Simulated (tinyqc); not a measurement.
A finite superlattice with mass mismatch, transfer matrices: two steps of the calculation.

One electron of energy E comes from the left lead (band edge 0); no transverse momentum. Parabolic bands, masses in units of m0, C = hbar^2/(2 m0); psi and psi'/m are continuous at every interface. N periods of a barrier d1 followed by a well Lw; the right lead equals the left one.

Inputs (values chosen for the exercise); masses and offsets close to those of InGaAs wells and InAlAs barriers: mass in the left lead mL = 0.041 m0; barrier height U1 = 0.53 eV; barrier mass m1 = 0.074 m0; barrier width d1 = 1.1 nm; well width (edge 0, mass mL) Lw = 3.5 nm; electron energy E = 0.229 eV.

Constants: q = 1.602176634e-19 C, hbar = 1.054571817e-34 J s, m0 = 9.1093837015e-31 kg, hbar^2/(2 m0) = 0.0380998212 eV nm^2. Results are converted to the units shown.

Problem 1. Matrices of the layers. For the pair (psi, psi'/m) a flat layer has M = [[cos kd, (m/k) sin kd], [-(k/m) sin kd, cos kd]] with k = sqrt(m (E - U)/C) above its edge U, and M = [[cosh Kd, (m/K) sinh Kd], [(K/m) sinh Kd, cosh Kd]] with K = sqrt(m (U - E)/C) below it. M12 is in nm, M21 in 1/nm.

Wanted: M of layer 1; M of layer 2.

Solution 1.

M of layer 1:
```
       1        2
1  1.375  0.09134
2  9.752    1.375
```

M of layer 2:
```
         1        2
1  -0.1659  0.08145
2   -11.94  -0.1659
```

Problem 2. Product of the matrices. The matrix of the later layer stands to the left: M = M_n ... M_2 M_1; det M = 1.

M of layer 1:
```
           1            2
1  1.3750445  0.091342177
2  9.7517644    1.3750445
```

M of layer 2:
```
             1            2
1  -0.16589882  0.081447068
2   -11.939995  -0.16589882
```

Wanted: M of one period.

Solution 2.

M of one period:
```
        1        2
1  0.5661  0.09684
2  -18.04   -1.319
```

Range of the model: Masses are held fixed, although real bands cease to be parabolic a few tenths of an eV from their edges (inside a barrier too).

Numbers from tinyqc (`OMP_NUM_THREADS=1 python tinyqc.py 2560046 2560047 out.jsonl`; about 0.01 s on one thread of a shared Intel Xeon 2.30GHz).
